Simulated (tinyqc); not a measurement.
Course in time: spin coating of a resist or spin-on film: centrifugal thinning, evaporation and the final thickness (Emslie and Meyerhofer models). Computed by tinyqc, a small Python program. Command: `OMP_NUM_THREADS=1 python tinyqc.py 3111313 3111314 out.jsonl spincoat walk`. One thread of a shared host (Intel(R) Xeon(R) Processor @ 2.30GHz), about 0.09 s of CPU time with the checks.

A Newtonian film stays uniform over the wafer; solvent and solids have the same density and the concentration is uniform through the thickness.

Inputs (values chosen for the exercise, of the order of those of a polymer resist in an ester solvent):

| quantity | value | unit |
|---|---|---|
| solids volume fraction c0 | 0.2 | - |
| kinematic viscosity of the solvent nu_s | 1.2 | mm^2/s |
| viscosity constant k | 450 | mm^2/s |
| viscosity exponent gamma | 3.4 | - |
| spin speed f | 2000 | rpm |
| evaporation rate at 1000 rpm e0 | 0.078 | micrometre/s |
| starting thickness h0 | 300 | micrometre |
| wafer radius R | 50 | mm |
| shrinkage in the bake | 6.2 | % |

Method:
- omega = 2 pi f/60; nu(c) = nu_s + k c^gamma; evaporation rate e = e0 sqrt(f/1000 rpm).
- Flow constant K = 2 omega^2/(3 nu(c0)); Reynolds number of the air omega R^2/nu_air with nu_air = 15 mm^2/s.
- Meyerhofer estimate: flow rules until (1 - c0) K h^3 = e, then evaporation alone: h_w = (e/((1 - c0) K))^(1/3), dry film c0 h_w.
- Full model for solids s and liquid l per area, h = s + l, c = s/h: ds/dt = -c Q, dl/dt = -(1 - c) Q - e, Q = 2 omega^2 h^3/(3 nu(c)); integrated adaptively (relative tolerance 1e-9) until l = 0.
- Dry film = s at l = 0, before the bake; film after the bake = s x (1 - shrinkage).
- Times are fractions of the time to dry.

omega = 209.440 1/s

evaporation rate e = 0.110309 micrometre/s

dry film = 553.997 nm

dry film, estimate = 488.539 nm

History:

| fraction | t (s) | h (micrometre) | c | nu (mm^2/s) | Q/e | s (nm) |
|---|---|---|---|---|---|---|
| 0.003 | 6.9309e-02 | 27.497 | 0.20004 | 3.09 | 1.7824e+03 | 5500.4 |
| 0.010 | 2.3103e-01 | 15.103 | 0.20023 | 3.10 | 2.9474e+02 | 3023.9 |
| 0.030 | 6.9309e-01 | 8.719 | 0.20117 | 3.13 | 5.6161e+01 | 1754.1 |
| 0.100 | 2.3103e+00 | 4.750 | 0.20726 | 3.33 | 8.5176e+00 | 984.4 |
| 0.200 | 4.6206e+00 | 3.311 | 0.22137 | 3.87 | 2.4851e+00 | 732.9 |
| 0.350 | 8.0861e+00 | 2.408 | 0.25399 | 5.46 | 6.7737e-01 | 611.5 |
| 0.500 | 1.1552e+01 | 1.877 | 0.30428 | 9.08 | 1.9301e-01 | 571.0 |
| 0.700 | 1.6172e+01 | 1.323 | 0.42038 | 24.84 | 2.4716e-02 | 556.2 |
| 0.900 | 2.0793e+01 | 0.809 | 0.68494 | 125.49 | 1.1184e-03 | 554.1 |

Q/e drops below 1 between t = 4.6 and 8.1 s, when c has risen from 0.2 to about 0.254; after that row the solids fall by a further 9 %. The full model gives 1.13 times the two-stage estimate.
